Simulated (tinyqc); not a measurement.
# MOS capacitor on an n-type substrate, surface potential from the exact charge relation: what changes with what

Uniform n-type substrate, Boltzmann statistics, full ionisation, classical densities. psi is the surface potential against the body (positive when the bands bend down) and u = -psi/Vt. Traps are spread evenly over the gap and neutral at flat band, so their charge is -q Dit psi; the minority quasi-Fermi level is shifted by Vb.

Values chosen for this exercise; band and dielectric values close to those of silicon: temperature T = 300 K; band gap Eg = 1.14 eV; relative permittivity eps_r = 11.5; conduction-band density of states at T Nc = 2.77e19 cm^-3; valence-band density of states at T Nv = 2.69e19 cm^-3; electron affinity chi = 4 eV; donor density of the substrate N = 1.6e15 cm^-3; relative permittivity of the gate insulator (close to hafnium oxide) eox = 21.3; insulator thickness tox = 81 nm; gate work function phiM = 4.72 eV; fixed charge at the interface, in units of q Nf = 2.3e11 cm^-2; density of interface traps Dit = 0 cm^-2 eV^-1; reverse bias of the inversion layer against the body Vb = 0 V.

Constants: q = 1.602176634e-19 C, kB = 1.380649e-23 J/K, Vt = kB T/q, eps0 = 8.8541878128e-14 F/cm where lengths are in cm. Results are converted to the units shown.

Each table varies one quantity; the others keep the values above.

## Capacitance-voltage curves

ni = sqrt(Nc Nv) exp(-Eg/(2 Vt)), Eg in volts; phiF = Vt ln(N/ni); Cox = eps0 eox/tox; Vfb = phiM - chi - Vt ln(Nc/N) - q Nf/Cox; Q0 = sqrt(2 eps0 eps_r q N Vt); r = (ni/N)^2 exp(-Vb/Vt); VT = Vfb - [(2 phiF + Vb)(1 + q Dit/Cox) + sqrt(2 eps0 eps_r q N (2 phiF + Vb))/Cox]. u = -psi/Vt; F^2 = exp(-u) + u - 1 + r (exp(u) - u - 1); Qs = +sign(u) Q0 F; Cs = -dQs/dpsi = (Q0/Vt) |1 - exp(-u) + r (exp(u) - 1)|/(2 F). psi solves Vg = Vfb + psi + (q Dit psi - Qs)/Cox. Low frequency: 1/C_LF = 1/Cox + 1/(Cs + q Dit). High frequency, in the simple estimate in which traps and minority carriers do not follow: 1/C_HF = 1/Cox + 1/Cd, Cd being Cs with r = 0 at the same psi. Deep depletion: r = 0 and Dit = 0 both in the equation for psi and in Cs. Minority sheet density N_inv = (Q0/(2 q)) int_0^u r (exp(t) - 1)/F(t) dt for u > 0. N_inv under 1 cm^-2 is printed as 0. Regimes: accumulation when majority carriers gather, then depletion up to |psi| = phiF + Vb, weak inversion up to 2 phiF + Vb, strong inversion beyond.

Capacitance-voltage curves:
```
Vg (V),psi (V),C_LF/Cox,C_HF/Cox,C_deep/Cox,N_inv (cm^-2),regime
1.03,0.18265,0.91279,0.91279,0.91279,0,accumulation
0.77,0.15389,0.85765,0.85765,0.85765,0,accumulation
0.51,0.099088,0.68198,0.68198,0.68198,0,accumulation
0.25,-0.044474,0.20898,0.20898,0.20898,1.1132,depletion
-0.01,-0.27086,0.090184,0.090184,0.090184,2892.7,depletion
-0.27,-0.51107,0.066277,0.065804,0.065803,2.1549e7,weak inversion
-0.53,-0.72239,0.54473,0.055526,0.054317,5.1989e10,strong inversion
-0.79,-0.78829,0.84795,0.053203,0.047302,3.3144e11,strong inversion
-1.04,-0.81737,0.90928,0.052268,0.042610,6.5198e11,strong inversion
-1.3,-0.83700,0.93651,0.051664,0.038961,1.0011e12,strong inversion
-1.56,-0.85142,0.95132,0.051235,0.036113,1.3578e12,strong inversion
-1.82,-0.86279,0.96060,0.050903,0.033811,1.7191e12,strong inversion
```

C_LF/Cox is lowest, 0.0663, at Vg = -0.27 V (weak inversion) among the rows listed and is 0.961 in the last row, where C_HF/Cox is 0.0509 and the deep-depletion value 0.0338. Vfb = 0.309 V, where C_HF/Cox = 0.301 (Cox in series with eps0 eps_r/LD), and VT = -0.405 V. Over the last two rows psi moves by only 0.044 V a volt of gate bias, since the inversion charge screens the body. In strong accumulation and inversion degeneracy and confinement, left out here, lower the capacitance.

## Effect of the gate work function on threshold and swing

ni = sqrt(Nc Nv) exp(-Eg/(2 Vt)), Eg in volts; phiF = Vt ln(N/ni); Cox = eps0 eox/tox; Vfb = phiM - chi - Vt ln(Nc/N) - q Nf/Cox; VT = Vfb - [(2 phiF + Vb)(1 + q Dit/Cox) + sqrt(2 eps0 eps_r q N (2 phiF + Vb))/Cox]. gamma = sqrt(2 eps0 eps_r q N)/Cox; Wm = sqrt(2 eps0 eps_r (2 phiF + Vb)/(q N)); m = 1 + (eps0 eps_r/Wm + q Dit)/Cox; swing m Vt ln 10; Cmin/Cox = 1/(1 + Cox Wm/(eps0 eps_r)).

The same in every row: 2 phiF (V) = 0.6362; gamma (V^0.5) = 0.09813; Wm (nm) = 710.9; m = 1.062; swing (mV/decade) = 63.19; Cmin/Cox = 0.05795.

Result of one run:
```
phiM (eV),Vfb (V),VT (V)
5,0.5894,-0.1250
```

What becomes of these results when the gate work function phiM is changed from 5 to 4.8 eV, all else the same?

Result of the changed run:
```
phiM (eV),Vfb (V),VT (V)
4.8,0.3894,-0.3250
```

The whole series:
```
phiM (eV),Vfb (V),VT (V)
4,-0.4106,-1.125
4.2,-0.2106,-0.9250
4.4,-0.01056,-0.7250
4.6,0.1894,-0.5250
4.8,0.3894,-0.3250
5,0.5894,-0.1250
5.2,0.7894,0.07500
```

As phiM goes from 4 to 5.2, VT rises from -1.13 to 0.0750 V, the swing stays at 63.2 mV/decade and Cmin/Cox stays at 0.0580. The whole change of VT is that of Vfb: the curve shifts rigidly.

## Effect of the fixed charge at the interface on threshold and swing

Same model as above.

The same in every row: 2 phiF (V) = 0.6362; gamma (V^0.5) = 0.09813; Wm (nm) = 710.9; m = 1.062; swing (mV/decade) = 63.19; Cmin/Cox = 0.05795.

Effect of the fixed charge at the interface on threshold and swing:
```
Nf (cm^-2),Vfb (V),VT (V)
-4e11,0.7430,0.02852
-2e11,0.6053,-0.1091
0,0.4677,-0.2467
2e11,0.3301,-0.3844
4e11,0.1925,-0.5220
6e11,0.05483,-0.6596
8e11,-0.08279,-0.7972
```

As Nf goes from -4e11 to 8e11, VT falls from 0.0285 to -0.797 V, the swing stays at 63.2 mV/decade and Cmin/Cox stays at 0.0580. The whole change of VT is that of Vfb: the curve shifts rigidly.

Program tinyqc, `OMP_NUM_THREADS=1 python tinyqc.py 2060048 2060049 out.jsonl`; Intel Xeon 2.30GHz, shared host, one thread, about 0.03 s.
